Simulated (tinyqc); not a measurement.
# Cell-based percolation model of oxide breakdown: effect of the area

The oxide, of thickness n a, is cut into cubic cells. A cell is defective with the chance l = 1 - exp(-a^3 N), N = N1 (t/1 s)^al. A column of n defective cells breaks the oxide down, and the area holds M = A/a^2 independent columns: 1 - F = (1 - l^n)^M.

At F = 1 - 1/e: l_c = (1 - exp(-1/M))^(1/n), N_bd = -ln(1 - l_c)/a^3, t63 = (N_bd/N1)^(1/al). W = ln(-ln(1 - F)); for small l, W = ln M + n ln(a^3 N), so the Weibull slope is n al.

Values chosen for this exercise:

| symbol | value | unit | meaning |
|---|---|---|---|
| a | 0.8 | nm | edge of a cell |
| n | 2 |  | cells across the oxide |
| al | 0.43 |  | exponent of defect growth |
| N1 | 4.8e17 | cm^-3 | defect density after 1 s |

Effect of the area:
```
A (um^2)	l_c	N_bd (cm^-3)	t63 (s)	slope at t63
0.0014	0.02138	4.221e19	3.321e4	0.8509
0.023	0.005275	1.033e19	1258	0.8577
0.38	0.001298	2.536e18	48.01	0.8594
6.4	3.162e-4	6.177e17	1.798	0.8599
110	7.628e-5	1.490e17	0.06582	0.8600
1800	1.886e-5	3.683e16	0.002552	0.8600
31000	4.544e-6	8.874e15	9.322e-5	0.8600
5.1e5	1.120e-6	2.188e15	3.592e-6	0.8600
8.6e6	2.728e-7	5.328e14	1.345e-7	0.8600
```

t63 falls from 33200 to 1.34e-7 s, as A^(-1.17) between the first two rows and A^(-1.16) between the last two, against -1/(n al) = -1.16; the slope at t63 rises from 0.851 to 0.860, nearer to n al where l_c is small. For A = 8.6e6 t63 is under a microsecond, a formal extension of the power law of defect growth.

Numbers from tinyqc (`OMP_NUM_THREADS=1 python tinyqc.py 2070019 2070020 out.jsonl`; about 0.01 s on one thread of a shared Intel Xeon 2.30GHz).
